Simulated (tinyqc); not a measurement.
Transistor under a ferroelectric capacitor (negative capacitance), static model: two steps of the calculation.

A ferroelectric film of thickness tf lies between the gate and an inner metal at potential v, which drives an ordinary transistor. One domain, P = Q (background permittivity neglected): Vg = v + tf (2 al Q + 4 be Q^3), al = -3 sqrt(3) Ec/(4 Pr), be = 3 sqrt(3) Ec/(8 Pr^3). Gate charge Q(v) = Qi + Cp v with the channel charge Qi = Cox n Vt ln(1 + exp((v - VT)/(n Vt))). Q in uC/cm^2, E in kV/cm; 1 nm times 1 kV/cm is 1e-4 V. Domains, leakage and the switching time are left out.

Parameters, values chosen for the exercise; Pr and Ec close to those of hafnium oxide based films: temperature T = 300 K; remanent polarisation Pr = 13 uC/cm^2; coercive field Ec = 800 kV/cm; capacitance of the inner oxide Cox = 3.7 uF/cm^2; overlap capacitance per gate area Cp = 1.03 uF/cm^2; threshold of the inner transistor VT = 0.36 V; subthreshold factor of the inner transistor n = 1.18; ferroelectric thickness tf = 8.3 nm.

Constants: q = 1.602176634e-19 C, kB = 1.380649e-23 J/K, Vt = kB T/q. Results are converted to the units shown.

Question 1. Landau coefficients and capacitance at zero charge. al = -3 sqrt(3) Ec/(4 Pr), be = 3 sqrt(3) Ec/(8 Pr^3); C_FE(0) = 1/(2 al tf); far below threshold the gain is 1/(1 + 2 al tf Cp) near Q = 0 and the swing n Vt ln 10/gain.

Give: al; be; C_FE(0); gain near Q = 0; swing.

Answer 1.

al = -79.941 kV cm/uC
be = 0.23651 kV cm^5/uC^3
C_FE(0) = -7.5357 uF/cm^2
gain near Q = 0 = 1.1583
swing = 60.640 mV/decade

Question 2. Gate voltage against inner potential. Q(v) and Vg(v) as above. C = dQ/dv = Cox/(1 + exp(-(v - VT)/(n Vt))) + Cp; dVg/dv = 1 + C tf (2 al + 12 be Q^2); gain = dv/dVg.

v, point 0 to 8 (V): [0, 0.125, 0.25, 0.375, 0.5, 0.625, 0.75, 0.875, 1]
al = -79.940807 kV cm/uC
be = 0.23651126 kV cm^5/uC^3

Wanted: Q; C; Vg; dVg/dv.

Answer 2.

Q, point 0 to 8 (uC/cm^2): [0.0000, 0.1288, 0.2605, 0.4956, 1.0341, 1.6243, 2.2155, 2.8068, 3.3980]
C, point 0 to 8 (uF/cm^2): [1.0300, 1.0317, 1.1278, 3.3259, 4.6928, 4.7294, 4.7300, 4.7300, 4.7300]
Vg, point 0 to 8 (V): [0.00000, 0.10791, 0.21544, 0.30933, 0.36364, 0.41282, 0.46454, 0.51990, 0.57989]
dVg/dv, point 0 to 8: [0.86331, 0.86314, 0.85051, 0.56057, 0.38908, 0.40180, 0.42701, 0.46010, 0.50097]

dVg/dv is positive at all listed points; its smallest value, 0.389, means a gain of 2.57. Minimising dVg/dv over v puts the thickness at which the fold first appears at 13.6 nm.

Numbers from tinyqc (`OMP_NUM_THREADS=1 python tinyqc.py 2860147 2860148 out.jsonl`; about 0.02 s on one thread of a shared Intel Xeon 2.30GHz).
